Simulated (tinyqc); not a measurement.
Donor level screened by free carriers (Yukawa potential): sweeps and comparisons. A value that a table varies takes the place of the one given here.

Potential -(q/(eps r)) exp(-ks r), q = e^2/(4 pi eps0). In units Ry* = Ry m/eps^2 and a* = a0 eps/m the problem is [-Laplacian - 2 exp(-x r)/r] psi = E psi with x = ks a*.

Converged values use 18 functions exp(-z r), z = 1.55^i, i = -11 to 6: S = 2/A^3, H = z_i z_j S - 2/(A + x)^2, A = z_i + z_j.

Screening wave number: Debye ks^2 = 4 pi q n/(eps kB T); Thomas-Fermi ks^2 = 6 pi q n/(eps EF) with EF = c (3 pi^2 n/gv)^(2/3)/m, c = hbar^2/2m0; the two are joined by 1/ks^2 = sqrt(1/ks_D^4 + 1/ks_TF^4). 1e18/cm^3 = 1e-6/angstrom^3, q = e^2/(4 pi eps0).

Constants: e^2/(4 pi eps0) = 14.39964547 eV angstrom; kB = 8.617333262e-05 eV/K; hbar^2/2m0 = 3.80998211 eV angstrom^2; Ry = 13.60569312 eV; a0 (Bohr radius) = 0.5291772105 angstrom.

Values chosen for the exercise (near those of a donor in Si, with one mean mass; not measured data):
- xs = (0.04, 0.16, 0.34, 0.52, 0.73, 0.91, 1.06) (values of x)
- m = 0.299 m0 (mass)
- eps = 11.7 (dielectric constant)
- gv = 6 (valleys)
- T = 200 K (temperature)
- nl = (0.036, 0.12, 0.36, 1.2, 3.6, 12, 36) x 1e18/cm^3 (densities)
- n = 1.2 x 1e18/cm^3 (free-carrier density)

## Towards the loss of the bound state

First order (-1 + 2x), one-parameter (minimum of z^2 - 8 z^3/(2z + x)^2) and converged 1s energies in Ry*, and the mean radius in a*; a dash marks an unbound result.

Results:

| x | first order | trial function | converged | <r> |
|---|---|---|---|---|
| 0.04 | -0.9200 | -0.9223 | -0.9223 | 1.50 |
| 0.16 | -0.6800 | -0.7149 | -0.7150 | 1.53 |
| 0.34 | -0.3200 | -0.4647 | -0.4656 | 1.64 |
| 0.52 | - | -0.2745 | -0.2782 | 1.83 |
| 0.73 | - | -0.1162 | -0.1259 | 2.29 |
| 0.91 | - | -0.0281 | -0.0453 | 3.23 |
| 1.06 | - | - | -0.0096 | 6.00 |

First order loses the state at x = 0.5, the trial function reaches zero energy at x = 1.00, and the exact limit is 1.19. The radius starts at 1.5 a*, grows slowly at first (1.64 at x = 0.34), then steadily, and swells towards the end (6.0 at 1.06), where a single exponential fails: the binding vanishes as the square of the distance from 1.19.

## Binding against carrier density

Ry* = 29.7180 meV
a* = 20.707 angstrom

x from the joined ks; converged 1s binding (dash: x above 1.17, at or past the limit 1.19 where the state unbinds).

Results:

| n (1e18/cm^3) | EF/kB T | 1/ks (angstrom) | x | binding (meV) | n^(1/3) a* |
|---|---|---|---|---|---|
| 0.036 | 0.02 | 175.9 | 0.118 | 23.30 | 0.068 |
| 0.12 | 0.05 | 96.4 | 0.215 | 18.78 | 0.102 |
| 0.36 | 0.11 | 55.7 | 0.372 | 12.73 | 0.147 |
| 1.2 | 0.24 | 30.7 | 0.675 | 4.74 | 0.220 |
| 3.6 | 0.50 | 18.1 | 1.146 | 0.03 | 0.317 |
| 12 | 1.12 | 10.8 | 1.922 | - | 0.474 |
| 36 | 2.34 | 7.6 | 2.736 | - | 0.684 |

The binding falls from 23.3 to 0.0 meV (bare value 29.7); it passes half the bare value between 0.12 and 0.36 x 1e18/cm^3. The level is unbound, or bound by less than 0.001 Ry*, from 12 x 1e18/cm^3 on; as the density rises, it is lost by the time n^(1/3) a* reaches 0.47. x grows with exponent 0.50 in n at the start and 0.32 at the end (1/2 for Debye, 1/6 for Thomas-Fermi screening). The level survives to n^(1/3) a* = 0.32, past the 0.26 of the Mott rule, which corresponds to x = 1 for one valley with degenerate screening; here the level lasts until x = 1.19, the screening is at most the degenerate value, and overlap of donors is left out.

## What each parameter does

Ry* = Ry m/eps^2, a* = a0 eps/m, x = ks a* with the joined ks; converged binding. Each row changes one parameter from the base and keeps the others.

Results:

| case | 1/ks (angstrom) | x | binding in Ry* | binding (meV) |
|---|---|---|---|---|
| base | 30.7 | 0.675 | 0.159 | 4.74 |
| n = 0.6 x 1e18/cm^3 | 43.2 | 0.479 | 0.316 | 9.38 |
| T = 260 K | 34.9 | 0.594 | 0.217 | 6.45 |
| m = 0.335 m0 | 30.6 | 0.603 | 0.210 | 6.98 |
| eps = 10.8 | 29.5 | 0.649 | 0.177 | 6.17 |
| gv = 7 | 30.6 | 0.676 | 0.159 | 4.72 |

The largest shifts from the base row, up to three for each result and ties (the steps differ in size, so this ranks the rows, not the parameters). 1/ks (angstrom): n +12.5, T +4.2, eps -1.2. x: n -0.196, T -0.081, m -0.072. binding in Ry*: n +0.156, T +0.058, m +0.050; unchanged at the printed digits by gv. binding (meV): n +4.65, m +2.25, T +1.72.

Program tinyqc; command `OMP_NUM_THREADS=1 python tinyqc.py 1252753 1252754 out.jsonl`; about 0.01 s on one thread of a shared Intel(R) Xeon(R) Processor @ 2.30GHz.
